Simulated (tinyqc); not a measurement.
Van der Pauw, Hall and four-point-probe measurements on a doped layer: two steps of the calculation.

A uniform n-type layer with sheet resistance Rs = 1/(q ns mu), point contacts, low field (mu B small).

Inputs (values chosen for the exercise): sheet density of the layer ns = 9.7e12 cm^-2; drift mobility mu = 580 cm^2/(V s); Hall factor rH = 1.18; magnetic field B = 1 T; current I = 500 uA; side ratio a/b of a rectangular sample with corner contacts ar = 1.52.

Constants: q = 1.602176634e-19 C. Results are converted to the units shown.

Question 1. Resistances and Hall voltage. Rs = 1/(q ns mu). For a rectangle with contacts at the corners, RA = (8 Rs/pi) sum_(k>=0) ln coth((2k + 1) pi a/(2 b)) with current along a short side b and voltage along the opposite one, RB the same with a and b exchanged; Hall voltage VH = rH B I/(q ns), negative for electrons.

Find: Rs; RA; RB; VH.

Answer 1.

Rs = 1109.4 ohm/square
RA = 47.670 ohm
RB = 730.73 ohm
VH = -37.964 mV

RB/RA = 15.3; for a square both equal Rs ln 2/pi = 245 ohm.

Question 2. New z. The van der Pauw equation exp(-pi RA z) + exp(-pi RB z) = 1 is solved for z = 1/Rs: e1 = exp(-pi RA z), e2 = exp(-pi RB z), f = e1 + e2 - 1, f' = -pi (RA e1 + RB e2), z(new) = z - f/f'.

z after iteration 1 = 0.81711938 mS
RA = 47.670438 ohm
RB = 730.73187 ohm

Find: e1; e2; f; f'; z after iteration 2.

Answer 2.

e1 = 0.88482
e2 = 0.15323
f = 0.038046
f' = -0.48427 kohm
z after iteration 2 = 0.89568 mS

Numbers from tinyqc (`OMP_NUM_THREADS=1 python tinyqc.py 2850113 2850114 out.jsonl`; about 0.01 s on one thread of a shared Intel Xeon 2.30GHz).
